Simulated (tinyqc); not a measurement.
Surface potential of a MOS transistor: implicit equation and explicit approximations: one step of the calculation.

p-type body, charge-sheet picture, depletion and inversion only, full ionisation (an idealisation for deep acceptors), Boltzmann statistics (rough once Na exp(x - xn) passes about Nc/7). In units of Vt: xg = (Vg - Vfb)/Vt, x = psi/Vt, G = gamma/sqrt(Vt), xn = (2 phiF + Vc)/Vt. The implicit equation is (xg - x)^2 = G^2 [x - 1 + exp(x - xn)] for x above about 3. Cox = eps0 eox/tox.

Question. Explicit approximation. Depletion value a = 1 + [sqrt(G^2/4 + xg - 1) - G/2]^2; inversion value b = xn + ln[(xg - xn)^2/G^2 - xn + 1] and first guess y = min(a, b) - ln(1 + exp(-|a - b|)) if a > xn + 1, else b = y = a; one second-order correction with D = exp(y - xn), p = 2 (xg - y) + G^2 (1 + D), w = (xg - y)^2 - G^2 (y - 1 + D): z = y + 2 w/(p + sqrt(p^2 - 2 (2 - G^2 D) w)), or the Newton step z = y + w/p where the root is not real.

G = 3.2254099
xn = 30.885164
xg = 65.648417

Wanted: a; b; y; p; w; z.

Answer.

a = 44.40
b = 35.34
y = 35.34
p = 968.5
w = -336.3
z = 34.91

The root of the implicit equation is x = 34.9249; y misses it by 0.42 and z by -0.017, in units of Vt.

Numbers from tinyqc (`OMP_NUM_THREADS=1 python tinyqc.py 2122140 2122141 out.jsonl`; about 0.01 s on one thread of a shared Intel Xeon 2.30GHz).
